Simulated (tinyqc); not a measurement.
Worked calculation: CIS on RHF in the sto-3g basis, for BeH2, spin multiplicity 1. One step of it, computed by the program tinyqc.

Problem. CIS matrix, singlets. A(ia,jb) = (e_a - e_i) d_ij d_ab + 2 (ia|jb) - (ij|ab).

orbital energies (hartree): MO1 -4.527728, MO2 -0.432364, MO3 -0.391819, MO4 0.213797, MO5 0.213797, MO6 0.393802, MO7 0.781497

Two-electron integrals over orbitals (pq|rs), unique and non-zero (hartree):
```
(11|11) 2.271727    (21|11) -0.190016   (21|21) 0.024494    (22|11) 0.467707
(22|21) -0.005906   (22|22) 0.385014    (31|11) -0.010118   (31|21) 0.000990
(31|22) -0.001751   (31|31) 0.005392    (32|11) 0.000335    (32|21) -0.000894
(32|22) -0.019581   (32|31) 0.011906    (32|32) 0.158966    (33|11) 0.433283
(33|21) -0.002592   (33|22) 0.393151    (33|31) 0.001136    (33|32) 0.016191
(33|33) 0.420304    (41|41) 0.015756    (42|41) 0.015009    (42|42) 0.047906
(43|41) 0.000824    (43|42) 0.001840    (43|43) 0.013329    (44|11) 0.569181
(44|21) -0.007481   (44|22) 0.359022    (44|31) -0.000386   (44|32) 0.000014
(44|33) 0.342866    (44|44) 0.449859    (51|51) 0.015756    (52|51) 0.015009
(52|52) 0.047906    (53|51) 0.000824    (53|52) 0.001840    (53|53) 0.013329
(54|54) 0.024249    (55|11) 0.569181    (55|21) -0.007481   (55|22) 0.359022
(55|31) -0.000386   (55|32) 0.000014    (55|33) 0.342866    (55|44) 0.401360
(55|55) 0.449859    (61|11) -0.190359   (61|21) 0.025077    (61|22) -0.006260
(61|31) 0.001502    (61|32) 0.000214    (61|33) -0.003304   (61|44) -0.005422
(61|55) -0.005422   (61|61) 0.025845    (62|11) 0.128013    (62|21) -0.006219
(62|22) -0.018632   (62|31) -0.000121   (62|32) 0.005871    (62|33) -0.042267
(62|44) 0.062080    (62|55) 0.062080    (62|61) -0.004892   (62|62) 0.080834
(63|11) 0.010801    (63|21) -0.000336   (63|22) 0.009972    (63|31) -0.001105
(63|32) -0.091904   (63|33) -0.012763   (63|44) 0.005428    (63|55) 0.005428
(63|61) -0.000360   (63|62) 0.002320    (63|63) 0.085718    (64|41) 0.016296
(64|42) 0.046808    (64|43) 0.002862    (64|64) 0.049984    (65|51) 0.016296
(65|52) 0.046808    (65|53) 0.002862    (65|65) 0.049984    (66|11) 0.466679
(66|21) -0.006733   (66|22) 0.383108    (66|31) -0.000046   (66|32) 0.003533
(66|33) 0.395093    (66|44) 0.358068    (66|55) 0.358068    (66|61) -0.006471
(66|62) -0.029650   (66|63) -0.004704   (66|66) 0.399968    (71|11) 0.003055
(71|21) -0.001007   (71|22) -0.002113   (71|31) 0.010067    (71|32) 0.018575
(71|33) 0.002078    (71|44) 0.000052    (71|55) 0.000052    (71|61) -0.000116
(71|62) 0.000311    (71|63) -0.000483   (71|66) 0.000621    (71|71) 0.019349
(72|11) -0.009723   (72|21) 0.000112    (72|22) 0.005452    (72|31) 0.004229
(72|32) -0.040698   (72|33) -0.002396   (72|44) -0.004298   (72|55) -0.004298
(72|61) 0.000403    (72|62) -0.008094   (72|63) 0.061520    (72|66) 0.000499
(72|71) 0.008051    (72|72) 0.057328    (73|11) 0.146894    (73|21) -0.004358
(73|22) -0.001202   (73|31) 0.000127    (73|32) 0.000424    (73|33) -0.018287
(73|44) 0.066456    (73|55) 0.066456    (73|61) -0.003526   (73|62) 0.076177
(73|63) 0.008037    (73|66) -0.022058   (73|71) 0.000650    (73|72) -0.003656
(73|73) 0.085133    (74|41) -0.000315   (74|42) -0.001682   (74|43) 0.013388
(74|64) -0.000652   (74|74) 0.016849    (75|51) -0.000315   (75|52) -0.001682
(75|53) 0.013388    (75|65) -0.000652   (75|75) 0.016849    (76|11) 0.000680
(76|21) -0.000636   (76|22) -0.016069   (76|31) 0.010235    (76|32) 0.139976
(76|33) 0.016065    (76|44) -0.000213   (76|55) -0.000213   (76|61) 0.000287
(76|62) 0.004539    (76|63) -0.092445   (76|66) 0.004461    (76|71) 0.016384
(76|72) -0.050270   (76|73) -0.000574   (76|76) 0.137946    (77|11) 0.557418
(77|21) -0.008010   (77|22) 0.410761    (77|31) -0.000723   (77|32) -0.006171
(77|33) 0.426651    (77|44) 0.382477    (77|55) 0.382477    (77|61) -0.008035
(77|62) -0.024994   (77|63) 0.002474    (77|66) 0.419388    (77|71) -0.000294
(77|72) 0.003091    (77|73) -0.001087   (77|76) -0.004261   (77|77) 0.466598
```

Give: CIS matrix A, singlet.

Solution.

CIS matrix A, singlet (hartree), lower triangle:
```
        1>4     1>5      1>6      1>7     2>4     2>5      2>6      2>7
1>4  4.2039
1>5  0.0000  4.2039
1>6  0.0000  0.0000   4.5065
1>7  0.0000  0.0000  -0.0009   4.7905
2>4  0.0375  0.0000   0.0000   0.0000  0.3830
2>5  0.0000  0.0375   0.0000   0.0000  0.0000  0.3830
2>6  0.0000  0.0000  -0.0031   0.0013  0.0000  0.0000   0.6047
2>7  0.0000  0.0000   0.0014   0.0241  0.0000  0.0000  -0.0001   0.9178
3>4  0.0020  0.0000   0.0000   0.0000  0.0037  0.0000   0.0000   0.0000
3>5  0.0000  0.0020   0.0000   0.0000  0.0000  0.0037   0.0000   0.0000
3>6  0.0000  0.0000  -0.0007  -0.0112  0.0000  0.0000   0.0011  -0.0169
3>7  0.0000  0.0000  -0.0173   0.0020  0.0000  0.0000   0.0124  -0.0011

        3>4     3>5     3>6     3>7
3>4  0.2894
3>5  0.0000  0.2894
3>6  0.0000  0.0000  0.5620
3>7  0.0000  0.0000  0.0000  0.9169
```
